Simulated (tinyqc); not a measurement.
# Insulator thickness and V0 from two charges

Question. In an undoped wire Vg - V0 = Q/Cox + Vt ln(Q/Q0) + Vt ln(1 + Q/Q0) at the source, with Q0 = 4 eps0 eps_r Vt/R and Cox = eps0 eox/(R ln(1 + tox/R)). Find Cox, tox and V0.

Parameters, values chosen for the exercise; material values those of a made-up semiconductor:
```
symbol,value,unit,meaning
T,350,K,temperature
eps_r,14.1,,relative permittivity of the semiconductor
eox,8.69,,relative permittivity of the gate insulator
R,6,nm,wire radius
```

Constants: q = 1.602176634e-19 C, kB = 1.380649e-23 J/K, Vt = kB T/q, eps0 = 8.8541878128e-14 F/cm where lengths are in cm. Results are converted to the units shown.

Qs at Vg = 0.6 and 1 V (nC/cm^2): [465.19313, 1127.3019]

Solution. The two equations are linear in 1/Cox and V0; tox follows by inverting the logarithm.

Cox = 1.87 uF/cm^2
tox = 5.90 nm
V0 = 0.301 V

Program tinyqc, `OMP_NUM_THREADS=1 python tinyqc.py 2460008 2460009 out.jsonl`; Intel Xeon 2.30GHz, shared host, one thread, about 0.01 s.
